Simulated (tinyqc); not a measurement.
# Resistance of a tapered via with liner, size effect and interface: several studies

A round via whose diameter grows from db at the bottom as D(z) = db + 2 z/tan(ang). The fill, of diameter D - 2 tl, starts above the bottom liner (thickness fb tl) and has rho = rho0 (1 + ks lam/(D - 2 tl)); the sidewall liner conducts in parallel with it. The bottom liner and the interface are crossed over the full area pi db^2/4. Spreading in the lines above and below is left out.

Values chosen for this exercise; fill metal close to tungsten: diameter at the bottom db = 8.9 nm; height hv = 22 nm; sidewall angle ang = 88 degrees; bulk resistivity of the fill rho0 = 5.41 uohm cm; mean free path of the fill lam = 15.8 nm; size-effect factor ks = 0.8; liner on the sidewall tl = 1.8 nm; liner at the bottom over that on the sidewall fb = 0.7; resistivity of the liner rl = 360 uohm cm; interface resistivity at the bottom ri = 2.3e-12 ohm cm^2; ballistic conductance per area, about 3/(4 rho0 lam) Sb = 9.1e14 S/m^2; bulk resistivity of the second fill (close to cobalt) rho2 = 6.31 uohm cm; its mean free path lam2 = 11.8 nm; its liner tl2 = 1.3 nm.

Each table varies one quantity; the others keep the values above.

## Via resistance against the diameter at the bottom

Slices between z0 = fb tl and hv, evaluated at their midpoints: conductance per length pi/4 [(D - 2 tl)^2/rho + (D^2 - (D - 2 tl)^2)/rl], slice resistance = slice height over that. 2000 slices. R_fill = sum of the slices; R_bottom = rl fb tl/(pi db^2/4); R_interface = ri/(pi db^2/4); ballistic (Sharvin) limit 1/(Sb pi (db - 2 tl)^2/4); ideal cylinder rho0 hv/(pi db^2/4).

Via resistance against the diameter at the bottom:

| db (nm) | R_fill (ohm) | R_bottom (ohm) | R_interface (ohm) | R (ohm) | ballistic limit (ohm) | R over ideal cylinder | largest part |
|---|---|---|---|---|---|---|---|
| 6 | 576.89 | 160.43 | 8.1346 | 745.45 | 242.91 | 17.709 | fill |
| 8.3 | 146.34 | 83.835 | 4.2509 | 234.42 | 63.339 | 10.657 | fill |
| 11 | 52.293 | 47.731 | 2.4202 | 102.44 | 25.551 | 8.1798 | fill |
| 16 | 15.796 | 22.560 | 1.1439 | 39.500 | 9.0997 | 6.6728 | bottom liner |
| 22 | 6.3644 | 11.933 | 0.60505 | 18.902 | 4.1327 | 6.0371 | bottom liner |
| 30 | 2.8105 | 6.4171 | 0.32538 | 9.5531 | 2.0075 | 5.6735 | bottom liner |
| 42 | 1.2245 | 3.2740 | 0.16601 | 4.6645 | 0.94887 | 5.4297 | bottom liner |
| 58 | 0.57462 | 1.7168 | 0.087053 | 2.3785 | 0.47279 | 5.2800 | bottom liner |
| 80 | 0.27842 | 0.90241 | 0.045757 | 1.2266 | 0.23971 | 5.1802 | bottom liner |

R falls from 745 to 1.23 ohm. The fill is the largest part at db = 6, the bottom liner from 16 on. R goes as db^(-3.57) between the first two rows and db^(-2.06) between the last two; area alone gives -2. For db = 16, 22, 30, 42, 58, 80 the ballistic limit exceeds half of R_fill, so the diffusive model understates R.

## Via resistance against the liner on the sidewall

Same model as above.

2000 slices.

The same in every row: R_interface (ohm) = 3.697.

Result of one run:

| tl (nm) | R_fill (ohm) | R_bottom (ohm) | R (ohm) | ballistic limit (ohm) | R over ideal cylinder | largest part |
|---|---|---|---|---|---|---|
| 1.5 | 90.06 | 60.76 | 154.5 | 40.19 | 8.077 | fill |

What becomes of these results when the liner on the sidewall tl is changed from 1.5 to 0.7 nm, all else the same?

Result of the changed run:

| tl (nm) | R_fill (ohm) | R_bottom (ohm) | R (ohm) | ballistic limit (ohm) | R over ideal cylinder | largest part |
|---|---|---|---|---|---|---|
| 0.7 | 54.47 | 28.35 | 86.52 | 24.87 | 4.522 | fill |

The whole series:

| tl (nm) | R_fill (ohm) | R_bottom (ohm) | R (ohm) | ballistic limit (ohm) | R over ideal cylinder | largest part |
|---|---|---|---|---|---|---|
| 0 | 37.78 | 0 | 41.48 | 17.66 | 2.168 | fill |
| 0.4 | 46.22 | 16.20 | 66.12 | 21.33 | 3.456 | fill |
| 0.7 | 54.47 | 28.35 | 86.52 | 24.87 | 4.522 | fill |
| 1.1 | 69.14 | 44.56 | 117.4 | 31.17 | 6.136 | fill |
| 1.5 | 90.06 | 60.76 | 154.5 | 40.19 | 8.077 | fill |
| 1.8 | 112.0 | 72.91 | 188.6 | 49.81 | 9.857 | fill |
| 2.2 | 154.0 | 89.12 | 246.9 | 69.09 | 12.90 | fill |
| 2.5 | 200.1 | 101.3 | 305.1 | 91.99 | 15.95 | fill |

R rises from 41.5 to 305 ohm. The fill is the largest part at tl = 0 and in all other rows. The share of the two bottom terms goes from 8.91 to 34.4 %.

## Two fill metals against the diameter

2000 slices. R_fill = sum of the slices; R_bottom = rl fb tl/(pi db^2/4); R_interface = ri/(pi db^2/4). The second fill has rho2, lam2 and tl2 in place of rho0, lam and tl.

Result of one run:

| db (nm) | R, first fill (ohm) | R, second fill (ohm) | ratio second/first |
|---|---|---|---|
| 49 | 3.3769 | 2.7700 | 0.82026 |

What becomes of these results when the diameter at the bottom db is changed from 49 to 24 nm, all else the same?

Result of the changed run:

| db (nm) | R, first fill (ohm) | R, second fill (ohm) | ratio second/first |
|---|---|---|---|
| 24 | 15.566 | 12.627 | 0.81119 |

The whole series:

| db (nm) | R, first fill (ohm) | R, second fill (ohm) | ratio second/first |
|---|---|---|---|
| 6 | 745.45 | 422.95 | 0.56738 |
| 8.5 | 217.42 | 150.89 | 0.69404 |
| 12 | 81.147 | 61.994 | 0.76397 |
| 17 | 34.197 | 27.248 | 0.79681 |
| 24 | 15.566 | 12.627 | 0.81119 |
| 35 | 6.8626 | 5.6124 | 0.81782 |
| 49 | 3.3769 | 2.7700 | 0.82026 |
| 70 | 1.6134 | 1.3251 | 0.82131 |
| 100 | 0.77745 | 0.63881 | 0.82168 |

The ratio goes from 0.567 to 0.822. The second fill gives the lower R in every row.

Numbers from tinyqc (`OMP_NUM_THREADS=1 python tinyqc.py 2750060 2750061 out.jsonl`; about 0.01 s on one thread of a shared Intel Xeon 2.30GHz).
